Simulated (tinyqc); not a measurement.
Worked calculation: electron-beam lithography: double-Gaussian proximity function, edge placement and dose correction for parallel lines. Computed by tinyqc, a small Python program that keeps every step. Command: `OMP_NUM_THREADS=1 python tinyqc.py 3111843 3111844 out.jsonl proximity walk`. One thread of a shared host (Intel(R) Xeon(R) Processor @ 2.30GHz), about 0.01 s of CPU time with the checks. Intermediate numbers are printed to about 7 digits and carried at full precision; extremes and crossings named in words are read from the listed rows.

Lines are infinitely long. Absorbed energy is counted so that the middle of a very large area written at dose 1 receives 1; the resist develops where it exceeds 1/2.

Inputs (values chosen for the exercise, of the order of those for 10 keV electrons in resist on silicon): forward range alpha = 0.009 micrometre; backscatter range beta = 1.2 micrometre; backscatter ratio eta = 0.48; base dose D0 = 31 microcoulomb/cm^2; beam current = 39 nA; pixel size = 2 nm; width of the test line = 0.15 micrometre; pattern density around the test line = 0.25.

line widths (micrometre): [0.032, 0.065, 0.049, 0.064, 0.13]

gaps between the lines (micrometre): [0.14, 0.15, 0.12, 0.2]

Constants: e = 1.602176634e-19 C.

## Layout

The first line starts at x = 0; each next one starts after the width and the gap.

Lines (micrometre):
```
line  left edge  right edge  centre
1         0.000       0.032  0.0160
2         0.172       0.237  0.2045
3         0.387       0.436  0.4115
4         0.556       0.620  0.5880
5         0.820       0.950  0.8850
```

## Interaction matrix

f(r) = [exp(-r^2/alpha^2)/alpha^2 + eta exp(-r^2/beta^2)/beta^2]/(pi (1 + eta)). A line from a to b at dose d gives E(x) = d [S(alpha) + eta S(beta)]/(1 + eta), S(s) = [erf((b - x)/s) - erf((a - x)/s)]/2. M_ij is the mean of E at the two edges of line i from line j at dose 1.

M, rows 1, 2, 3, 4, 5:
```
[[0.3427160, 0.0096660, 0.0067010, 0.0077737, 0.0117338],
 [0.0047570, 0.3477396, 0.0072467, 0.0088046, 0.0143628],
 [0.0043756, 0.0096149, 0.3453054, 0.0095441, 0.0169485],
 [0.0038861, 0.0089423, 0.0073059, 0.3475875, 0.0186175],
 [0.0028886, 0.0071776, 0.0063809, 0.0091536, 0.3575834]]
```

## Dose correction

Uncorrected edge energies are M 1. Solve M d = 1/2 for the doses d that put the mean edge energy of every line at the threshold.

edge energies at dose 1: 1 0.3785905, 2 0.3829107, 3 0.3857885, 4 0.3863393, 5 0.3831842

corrected doses: 1 1.322760, 2 1.306129, 3 1.295065, 4 1.292967, 5 1.305164

largest over smallest dose = 1.023042

Line 1 needs the most and line 4 the least; a narrow isolated line much wider than alpha would need 1 + eta = 1.48.

## Printed widths

Edges are the roots of E(x) = 1/2 between a line centre and the middle of the next gap. Three cases: dose 1 everywhere; one common dose equal to the mean of d; the corrected doses.

Width error, printed less drawn (nm):
```
line  drawn width (nm)     dose 1   mean dose  corrected
1                   32  -5.941667  -0.2229833   1.20e-05
2                   65  -5.714905  -0.0189780   1.30e-05
3                   49  -5.565026   0.1168923   2.00e-06
4                   64  -5.536355   0.1428964          0
5                  130  -5.700420  -0.0060552   2.40e-05
```

With the common mean dose the errors span 0.4 nm. With corrected doses the largest error is below 0.01 nm.

## Dose to size and latitude

A test line of width w << beta in surroundings of density rho, all at dose d: near its edge E(x) = d [S + eta rho]/(1 + eta), S = [erf((b - x)/alpha) - erf((a - x)/alpha)]/2 for edges a and b, the second term being the background energy. Dose to size d_s = (1 + eta)/(erf(w/alpha) + 2 eta rho), dose = d_s D0; edge slope d [1 - exp(-w^2/alpha^2)]/(sqrt(pi) alpha (1 + eta)); width change per 1 % of dose = 2 x 0.01 x (1/2)/slope.

dose to size d_s = 1.193548

dose = 37 microcoulomb/cm^2

edge slope = 0.05055462 1/nm

width change per 1 % of dose = 0.1978058 nm

background energy = 0.09677419

The background supplies 19 % of the threshold.

## Shot noise and writing time

With dose = d_s D0: electrons per pixel N = dose x pixel area/e; relative noise 1/sqrt(N); time per cm^2 of pattern area = dose x density/current; pixel rate = current/(dose x pixel area).

electrons per pixel = 9.237433

shot noise = 32.90215 %

writing time per cm^2 = 0.06588319 h

pixel rate = 26351.35 MHz

Checks made by the program: corrected edge energies (relative difference below 1e-10).
